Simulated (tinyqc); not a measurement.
Plane-wave Kohn-Sham cycle with exchange-only LDA in a layered model solid, step by step. One step of it, computed by the program tinyqc.

Problem. Iteration 1: levels at that k. Diagonalise the Hermitian matrix.

H (hartree):
```
           -2         -1         +0         +1         +2
-2   0.044338  -0.180000  -0.105000   0.000000   0.000000
-1  -0.180000  -0.155865  -0.180000  -0.105000   0.000000
+0  -0.105000  -0.180000  -0.195906  -0.180000  -0.105000
+1   0.000000  -0.105000  -0.180000  -0.075784  -0.180000
+2   0.000000   0.000000  -0.105000  -0.180000   0.204500
```

Give: eigenvalues.

Solution.

eigenvalues (hartree): -0.548  -0.139  0.048  0.159  0.301
